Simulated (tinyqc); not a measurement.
Same peak temperature, different pulse lengths: millisecond and nanosecond annealing: surface heating, thermal budget and solid-phase regrowth. Computed by tinyqc, a small Python program. Command: `OMP_NUM_THREADS=1 python tinyqc.py 3027287 3027288 out.jsonl flash walk`. One thread of a shared host (Intel(R) Xeon(R) Processor @ 2.30GHz), about 0.02 s of CPU time with the checks.

A square pulse heats the surface of a thick wafer with constant thermal properties; losses by radiation are neglected and silicon melts at 1414 C.

Inputs (values chosen for the exercise, modelled on hot silicon with boron):

| quantity | value | unit |
|---|---|---|
| incident fluence | 9.02 | J/cm^2 |
| pulse length t_p | 6.5e-05 | s |
| reflectance R | 0.56 | - |
| thermal conductivity k | 0.3 | W/(cm K) |
| heat capacity per volume c | 2.39 | J/(cm^3 K) |
| preheat temperature T0 | 400 | C |
| dopant prefactor D0 | 0.909 | cm^2/s |
| dopant activation energy E | 3.51 | eV |
| regrowth prefactor v0 | 4e+08 | cm/s |
| regrowth energy E_v | 2.69 | eV |
| amorphous layer | 10 | nm |

Source: scanned laser.

Constants: k_B = 8.617333262e-05 eV/K.

Method:
- Absorbed flux q = (1 - R) fluence/t_p; kappa = k/c. With f(z, t) = (2 q/k) sqrt(kappa t) ierfc(z/(2 sqrt(kappa t))), ierfc(x) = exp(-x^2)/sqrt(pi) - x erfc(x): T = T0 + f(z, t) during the pulse and T0 + f(z, t) - f(z, t - t_p) after it.
- At the surface the rise at the end of the pulse is 2 q sqrt(t_p/(pi k c)); the fluence that just melts the surface scales with (1414 - T0).
- Temperatures in kelvin are T(C) + 273.15.
- Integrate exp(-E/(k_B T(t))) at the surface from 0 to 10 t_p (Gauss-Legendre, 60 points in sqrt(t) up to t_p and 60 in sqrt(t - t_p) after it). (Dt) = D0 x integral with E; regrowth = v0 x integral with E_v; effective time = integral/exp(-E/(k_B T_peak)).
- For each t_p the flux is set so that the peak temperature stays the same: q sqrt(t_p) is fixed.

absorbed flux q = 61058.5 W/cm^2

kappa = 0.125523 cm^2/s

Pulses:

| t_p (s) | fluence (J/cm^2) | q (W/cm^2) | thermal length (um) | 2 sqrt(Dt) (nm) | regrowth (nm) |
|---|---|---|---|---|---|
| 1.00e-07 | 3.5379e-01 | 1.5567e+06 | 1.1204e+00 | 4.7431e-04 | 4.1229e-03 |
| 1.00e-06 | 1.1188e+00 | 4.9227e+05 | 3.5429e+00 | 1.4999e-03 | 4.1229e-02 |
| 1.00e-05 | 3.5379e+00 | 1.5567e+05 | 1.1204e+01 | 4.7431e-03 | 4.1229e-01 |
| 1.00e-04 | 1.1188e+01 | 4.9227e+04 | 3.5429e+01 | 1.4999e-02 | 4.1229e+00 |
| 3.00e-04 | 1.9378e+01 | 2.8421e+04 | 6.1365e+01 | 2.5979e-02 | 1.2369e+01 |
| 1.00e-03 | 3.5379e+01 | 1.5567e+04 | 1.1204e+02 | 4.7431e-02 | 4.1229e+01 |
| 3.00e-03 | 6.1279e+01 | 8.9876e+03 | 1.9405e+02 | 8.2153e-02 | 1.2369e+02 |
| 1.00e-02 | 1.1188e+02 | 4.9227e+03 | 3.5429e+02 | 1.4999e-01 | 4.1229e+02 |

What follows from these numbers?

Fluence and diffusion length grow as sqrt(t_p), regrowth as t_p. The layer of 10 nm regrows from t_p = 0.0003 s on among these rows, at a diffusion length of 0.026 nm. Caution: the shortest pulses need a source absorbed within their thermal length, and the longest also heat the back of the wafer, which the thick-wafer formula leaves out.

Extremes, crossings and ranges named in words are read from the listed rows.
